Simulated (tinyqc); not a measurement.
Inside a calculation. Method: coupled-perturbed Hartree-Fock on RHF in the sto-3g basis, for BeH2, spin multiplicity 1. One step of it, computed by the program tinyqc.

Problem. Response to a field: uncoupled start. Field along z; U_ai = -mu_ai / (e_a - e_i), alpha = -4 sum U_ai mu_ai.

orbital energies (hartree): MO1 -4.538083, MO2 -0.406341, MO3 -0.361455, MO4 0.213334, MO5 0.213334, MO6 0.326350, MO7 0.645873

dipole integrals <a|z|i> (bohr):
```
           i1         i2         i3
a4   0.150902   0.960927  -0.074528
a5  -0.005788  -0.036857   0.002859
a6   0.000000   0.000000   0.000000
a7   0.000000   0.000000   0.000000
```

Give: uncoupled U; uncoupled polarisability.

Solution.

uncoupled U:
```
         i1       i2       i3
a4  -0.0318  -1.5507   0.1297
a5   0.0012   0.0595  -0.0050
a6   0.0000   0.0000   0.0000
a7   0.0000   0.0000   0.0000
```

uncoupled polarisability = 6.0271 bohr^3
